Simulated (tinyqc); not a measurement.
## Ballistic conductance of a hard-wall wire of rectangular section by counting modes: thermal smearing

Subband edges E_(a,b) = (C pi^2/m) [(a/W)^2 + (b/Hh)^2], a, b = 1, 2, ...; C = hbar^2/(2 m0). Every mode transmits fully; spin gives the factor 2 in 2 q^2/h, valleys the factor gv.

G = (2 q^2/h) gv M; at zero temperature M counts the edges below Ef, at T it is the sum of degeneracy times f. The smooth (Sharvin) count is kF^2 A/(4 pi), kF = sqrt(m Ef/C), A = W Hh, perimeter p = 2 (W + Hh), and with the boundary term kF^2 A/(4 pi) - kF p/(4 pi). f = 1/(1 + exp((E_n - Ef)/Vt)).

Inputs (values chosen for the exercise): mass m = 0.022 m0; valleys gv = 1; Fermi energy above the bulk band edge Ef = 0.388 eV; width W = 24 nm; height Hh = 11 nm.

Constants: q = 1.602176634e-19 C, kB = 1.380649e-23 J/K, hbar = 1.054571817e-34 J s, h = 6.62607015e-34 J s, m0 = 9.1093837015e-31 kg, Vt = kB T/q, hbar^2/(2 m0) = 0.0380998212 eV nm^2. Results are converted to the units shown.

Result of one run:
```
T (K),kB T (meV),M at T,G (uS)
220,18.96,2.254,174.6
```

What becomes of these results when the temperature T is changed from 220 to 150 K, all else the same?

Result of the changed run:
```
T (K),kB T (meV),M at T,G (uS)
150,12.93,2.172,168.3
```

The whole series:
```
T (K),kB T (meV),M at T,G (uS)
2,0.1723,2.000,155.0
10,0.8617,2.000,155.0
30,2.585,2.000,155.0
77,6.635,2.045,158.4
150,12.93,2.172,168.3
220,18.96,2.254,174.6
300,25.85,2.306,178.7
400,34.47,2.335,180.9
```

M at T rises from 2.00 to 2.34; the integer count is 2. The edge nearest to Ef lies 20.3 meV from it, and M stays within 0.01 of the integer up to 30 K among the rows. In every row Ef exceeds 0.3 eV, where real bands are no longer parabolic.

Numbers from tinyqc (`OMP_NUM_THREADS=1 python tinyqc.py 2740014 2740015 out.jsonl`; about 0.3 s on one thread of a shared Intel Xeon 2.30GHz).
